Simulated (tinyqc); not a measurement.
Carrier lifetime from Shockley-Read-Hall, radiative, Auger and surface recombination. Changing the trap density N_t. Computed by tinyqc, a small Python program. Command: `OMP_NUM_THREADS=1 python tinyqc.py 3031331 3031332 out.jsonl lifetime sweep`. One thread of a shared host (Intel(R) Xeon(R) Processor @ 2.30GHz), about 0.02 s of CPU time with the checks.

Energies are counted from the top of the valence band. Boltzmann statistics, full ionisation, and equal excess densities of electrons and holes.

Inputs (values chosen for the exercise, with bands modelled on InP):
```
quantity,value,unit
gap E_g,1.34,eV
electron mass m_e,0.0762,m_0
valleys M_c,1,-
hole mass m_h,0.607,m_0
temperature T,300,K
doping N,8.5e+14,cm^-3
trap level E_t,0.606,eV
electron cross-section sigma_n,2.7e-17,cm^2
hole cross-section sigma_p,2e-14,cm^2
radiative coefficient B,5.1e-10,cm^3/s
Auger coefficient C_n,1.5e-31,cm^6/s
Auger coefficient C_p,1.7e-30,cm^6/s
excess density dn,4.2e+14,cm^-3
generation rate G,6.8e+22,cm^-3 s^-1
diffusion coefficient D,23,cm^2/s
surface velocity S,300,cm/s
thickness W,56,micrometre
```

Doping: n-type. Surface term: two equal surfaces.

Constants: m_0 = 9.1093837015e-31 kg; k_B = 1.380649e-23 J/K; h = 6.62607015e-34 J s; k_B = 8.617333262e-05 eV/K.

Method:
- N_c = 2 M_c (2 pi m_e k_B T/h^2)^(3/2) and N_v = 2 (2 pi m_h k_B T/h^2)^(3/2), masses in units of m_0.
- n_i = sqrt(N_c N_v) exp(-E_g/2 k_B T); majority density N/2 + sqrt(N^2/4 + n_i^2), minority density n_i^2 over it.
- v = sqrt(3 k_B T/m) with m_e or m_h; tau_n0 = 1/(sigma_n v_n N_t), tau_p0 = 1/(sigma_p v_p N_t); n1 = N_c exp(-(E_g - E_t)/k_B T), p1 = N_v exp(-E_t/k_B T).
- The slowest diffusion mode has x tan x = S W/(2 D) with 0 < x < pi/2 (bisection), and tau_s = W^2/(4 x^2 D). The common approximation is W/(2 S) + W^2/(pi^2 D).
- With n = n_0 + dn, p = p_0 + dn and U/dn = 1/tau: (n p - n_i^2)/dn = n_0 + p_0 + dn = s; 1/tau_SRH = s/[tau_p0 (n + n1) + tau_n0 (p + p1)]; 1/tau_rad = B s; 1/tau_Aug = (C_n n + C_p p) s; the rates add, with 1/tau_s.
- Radiative efficiency = tau_eff/tau_rad; effective diffusion length = sqrt(D tau_eff).
- dn solves dn/tau_eff(dn) = G (60 bisections in ln dn between 1e-2 and 1e22 cm^-3); the splitting of the quasi-Fermi levels is k_B T ln(n p/n_i^2).

One run for each value:
```
trap density N_t (cm^-3),effective lifetime at dn (s),radiative efficiency at dn,quasi-Fermi splitting under G (eV),effective diffusion length at dn (micrometre)
1.00e+10,1.3270e-06,0.85949,1.0614,55.246
5.00e+10,1.3267e-06,0.85933,1.0614,55.241
3.00e+11,1.3252e-06,0.85836,1.0614,55.209
1.00e+12,1.3211e-06,0.85565,1.0614,55.122
7.00e+12,1.2862e-06,0.83310,1.0614,54.391
4.00e+13,1.1234e-06,0.72763,1.0612,50.831
2.00e+14,6.9612e-07,0.45087,1.0604,40.013
1.00e+15,2.3989e-07,0.15538,1.0563,23.490
```

Describe and explain the trends.

Over the rows, effective lifetime at dn (s) falls from 1.33e-6 to 2.40e-7 (exponent d ln y / d ln x -1.1e-4 between the first rows and -0.66 between the last); radiative efficiency at dn falls from 0.859 to 0.155 (exponent d ln y / d ln x -1.1e-4 between the first rows and -0.66 between the last); quasi-Fermi splitting under G (eV) falls from 1.061 to 1.056. At the low end the exponent of effective lifetime at dn is 0.00, close to 0: other channels rule.

Caution (all rows): beyond low injection D should be the ambipolar coefficient. Caution (rows 2.00e14, 1.00e15): the trap density is not small against the doping, so trapped charge breaks the equality of the excess densities.

Extremes, crossings and ranges named in words are read from the listed rows.
